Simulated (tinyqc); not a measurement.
What moves the results: defect, radiative and Auger recombination at equal electron and hole densities (ABC model). A value that a table varies takes the place of the one given here.

J/(e d) = Ae n + B n^2 + C n^3 with Ae = A + 4 S/w (four side walls, carriers spread evenly), e = 1.602176634e-19 C, lengths in cm; internal efficiency IQE = B n^2/(Ae n + B n^2 + C n^3); all injected carriers recombine in the layer.

Parameters, chosen for this exercise (orders of magnitude like those quoted for InGaAs; not measured data): A = 12000000 1/s (defect rate); B = 1.6e-10 cm^3/s (radiative coefficient); C = 5.3e-29 cm^6/s (Auger coefficient); S = 830 cm/s (recombination velocity of the side walls); w = 56 micrometre (side of the square mesa); d = 59 nm (active thickness); S2 = 28000 cm/s (recombination velocity of the side walls in this comparison); J = 9.5 A/cm^2 (current density).

## Efficiency against current

The slope is d ln(B n^2)/d ln J = 2 (Ae + B n + C n^2)/(Ae + 2 B n + 3 C n^2).

Results:
```
J (A/cm^2)  n (1/cm^3)     IQE  slope  differential lifetime (ns)
0.050         4.00e+15  0.0483  1.908                        72.1
0.20          1.42e+16   0.153  1.733                        58.2
0.70          3.91e+16   0.331  1.494                        39.4
3.0           1.06e+17   0.562  1.249                        20.8
10            2.14e+17   0.695  1.115                        11.3
50            5.00e+17   0.756  0.997                        4.71
2.0e+02       9.71e+17   0.713  0.921                        2.11
7.0e+02       1.70e+18   0.622  0.862                       0.987
3.0e+03       3.11e+18   0.487  0.804                       0.393
1.0e+04       4.98e+18   0.375  0.765                       0.180
```

How do the results move?

IQE peaks at 0.756 for J = 47.5 A/cm^2, where the slope passes 1. It is 0.0483 at the lowest current and 0.375 at the highest, a droop of 50 %. The slope runs from 1.91 to 0.77; its limits are 2 (defects alone), 1 (radiation alone) and 2/3 (Auger alone). In the 2 rows above about 2e18 1/cm^3 the bands are degenerate: B saturates and stimulated emission, left out, would clamp n in a laser cavity.

## Shrinking the mesa

S = S2; w takes the values listed.

Results:
```
w (micrometre)  Ae (1/s)  IQE_max  J at the peak (A/cm^2)  IQE at J
200             1.76e+07    0.724                    69.4     0.616
100             2.32e+07    0.695                    95.2     0.541
50              3.44e+07    0.652                     151     0.421
20              6.80e+07    0.571                     340     0.212
10              1.24e+08    0.497                     712    0.0868
5               2.36e+08    0.417                1.61e+03    0.0273
2               5.72e+08    0.315                5.18e+03   0.00487
1               1.13e+09    0.246                1.31e+04   0.00125
```

What can be read from the table?

The walls equal the bulk defect rate at w = 4 S/A = 93.3 micrometre. From 200 to 1 micrometre the peak efficiency falls from 0.724 to 0.246 and moves to a current 189 times higher; at the fixed J the efficiency goes from 0.616 to 0.00125. For large w diffusion to the walls, left out here, would limit the loss.

## Spreading the carriers over a thicker layer

d is multiplied by the factor listed, at the same J.

Results:
```
factor  n (1/cm^3)  defect  radiative    Auger
0.10      6.84e+17  0.0857      0.745    0.169
0.20      4.87e+17   0.122      0.756    0.122
0.50      3.04e+17   0.190      0.736   0.0741
1.0       2.08e+17   0.261      0.691   0.0477
2.0       1.40e+17   0.350      0.621   0.0287
5.0       7.88e+16   0.493      0.494   0.0129
10        4.89e+16   0.613      0.381  0.00617
20        2.91e+16   0.728      0.269  0.00259
```

What does this show, and why?

The best factor listed is 0.2 (IQE 0.7559); the optimum factor equals J/J_peak = 0.2, a layer of 11.8 nm, since only J/d matters and the peak value 0.756 does not depend on d. A thicker layer trades Auger loss (0.169 to 0.00259) for defect loss (0.0857 to 0.728).

## What moves the efficiency

IQE_max = Q/(Q + 2) with Q = B/sqrt(Ae C), reached at n = sqrt(Ae/C). Each row changes one parameter from the base and keeps the others.

Results:
```
case                 n (1/cm^3)     IQE  IQE_max  J at the peak (A/cm^2)
base                  2.084e+17  0.6912   0.7559                    47.5
A = 24000000 1/s      1.815e+17  0.5244   0.6890                     102
B = 2.4e-10 cm^3/s    1.771e+17  0.7488   0.8229                    65.5
C = 1.06e-28 cm^6/s   2.031e+17  0.6570   0.6865                    26.2
d = 118 nm            1.397e+17  0.6212   0.7559                    95.1
J = 28.5 A/cm^2       3.759e+17  0.7497   0.7559                    47.5
w = 28 micrometre     2.069e+17  0.6818   0.7516                    50.1
```

What does this show?

The largest shifts from the base row, up to three for each result and ties (the steps differ in size, so this ranks the rows, not the parameters). n (1/cm^3): J +1.67e+17, d -6.87e+16, B -3.13e+16. IQE: A -0.167, d -0.0700, J +0.0585. IQE_max: C -0.0694, B +0.0670, A -0.0669; unchanged at the printed digits by d and J. J at the peak (A/cm^2): A +54.3, d +47.5, C -21.4; unchanged at the printed digits by J.

Computed by tinyqc, a small Python program: `OMP_NUM_THREADS=1 python tinyqc.py 1681822 1681823 out.jsonl` (the numbers bound the seed that draws the inputs); one thread of a shared host (Intel(R) Xeon(R) Processor @ 2.30GHz), about 0.01 s for the whole set of steps.
